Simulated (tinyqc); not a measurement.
# Worked calculation: input admittance of a MOSFET at zero drain bias: distributed channel and distributed gate

Computed by the program tinyqc: `OMP_NUM_THREADS=1 python tinyqc.py 2262244 2262245 out.jsonl`, one thread of a shared Intel Xeon 2.30GHz, about 0.01 s for the whole run. Printed values are rounded.

Source and drain grounded, strong inversion, w = 2 pi f, Cox = eps0 eox/tox. The channel is an RC line of resistance 1/(mu Cox Vo) per square fed from both ends, so one finger has the intrinsic admittance y = i w Cox L tanh(g)/g per width, g = (1/2) sqrt(i w tau), tau = L^2/(mu Vo). The vertical resistance rv/L is in series with y, the overlaps 2 i w Cov in parallel: y_t = 1/(1/y + rv/L) + 2 i w Cov. The gate strip is a line of Rsh/L per length loaded by y_t, so a finger has Y = y_t Wf tanh(k)/k, k = (Wf/sd) sqrt(y_t Rsh/L); the device has Nf Y.

Values chosen for this exercise; values of the order met in silicon radio-frequency transistors: relative permittivity of the gate insulator (close to silicon nitride) eox = 7.36; insulator thickness tox = 8.9 nm; channel length L = 0.47 um; finger width Wf = 8.3 um; number of fingers Nf = 64; channel mobility mu = 100 cm^2/(V s); gate overdrive Vo = 0.41 V; sheet resistance of the gate Rsh = 4.2 ohm/square; vertical resistivity of the gate stack rv = 11 ohm um^2; number of ends at which a finger is contacted sd = 1; overlap and fringe capacitance on each side Cov = 0.32 fF/um; frequency f = 4 GHz.

Constants: eps0 = 8.8541878128e-14 F/cm where lengths are in cm. Results are converted to the units shown.

## Low-frequency resistances and capacitance

Low-frequency limits, with c = Cox L and ct = c + 2 Cov: R_strip = Rsh Wf/(3 sd^2 L Nf), R_ch = (c/ct)^2 L/(12 mu Cox Vo Wf Nf), R_vert = (c/ct)^2 rv/(L Wf Nf), C = ct Wf Nf.

parts (ohm): strip 0.386303, channel 1.74618, vertical 0.0313248
sum = 2.16381 ohm
C = 2168.04 fF
1/(2 pi R C) = 33.9261 GHz

The channel term is the largest, 80.7 % of the sum.

## Admittance of the channel and stack per width

tau, g, c = Cox L, y and y_t as defined.

tau = 53.8780 ps
g = 0.411416+0.411416i
c = 3.44139 fF/um
y = 9.5821+85.1945i uS/um
y_t = 9.750+101.241i uS/um

w tau = 1.35, and Im y is 0.985 of w c.

## Input impedance of the device

k and Y as defined; Z = 1/(Nf Y) = R + 1/(i w C); Q = |Im Z|/R; signal at the point farthest from a contact |1/cosh k|.

k = 0.185224+0.168243i
Nf Y = 6.2773+53.5372i mS
R = 2.16039 ohm
C = 2159.46 fF
Q = 8.52870
signal at the far point = 0.996685

R is 0.16 % below its low-frequency limit and C is 0.40 % below its own.
